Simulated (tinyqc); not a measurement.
Off-state leakage of single and stacked transistors: one step of the calculation.

n-channel devices of unit width. Subthreshold current I(Vg, Vs, Vd) = I0 (T/300 K)^0.5 exp[(Vg - Vs - VT(T) - gb (Vs - Vb) + dd (Vd - Vs))/(nf Vt)] (1 - exp(-(Vd - Vs)/Vt)), VT(T) = VT - cT (T - 300 K). Gate-edge tunnelling Ig (Vd/1 V) exp(ag (Vd - 1 V)), for a gate at 0 V, and band-to-band leakage Ab u exp(-Bb/u), u = Vd - Vb + 1 V, flow at a drain held at V; both are taken as independent of T. In a stack of off transistors (all gates at 0 V) the same subthreshold current passes through each.

Task. New Vx. Stack of two, Vx the node between them: I_low = I(0, 0, Vx), I_up = I(0, Vx, V), f = ln(I_up/I_low), f' = -(1 + gb + 2 dd)/(nf Vt) - 1/(Vt (exp(Vx/Vt) - 1)) - 1/(Vt (exp((V - Vx)/Vt) - 1)), Vx(new) = Vx - f/f'.

Values chosen for this exercise; values of the order met in bulk silicon logic transistors: temperature T = 300 K; supply voltage V = 1.1 V; threshold at 300 K, zero drain and body bias VT = 0.48 V; fall of the threshold with temperature cT = 0.6 mV/K; current at threshold at 300 K I0 = 0.76 uA/um; slope factor nf = 1.35; drain-induced lowering per volt dd = 0.18; rise of the threshold per volt of source-body bias gb = 0.1; body voltage Vb = 0 V.

Constants: q = 1.602176634e-19 C, kB = 1.380649e-23 J/K, Vt = kB T/q. Results are converted to the units shown.

Vx at the start = 0.136 V

Give: I_low; I_up; f; f'; Vx after iteration 1.

Result.

I_low = 0.001622 nA/um
I_up = 0.001605 nA/um
f = -0.01084
f' = -42.04 1/V
Vx after iteration 1 = 0.1357 V

Numbers from tinyqc (`OMP_NUM_THREADS=1 python tinyqc.py 2242037 2242038 out.jsonl`; about 0.03 s on one thread of a shared Intel Xeon 2.30GHz).
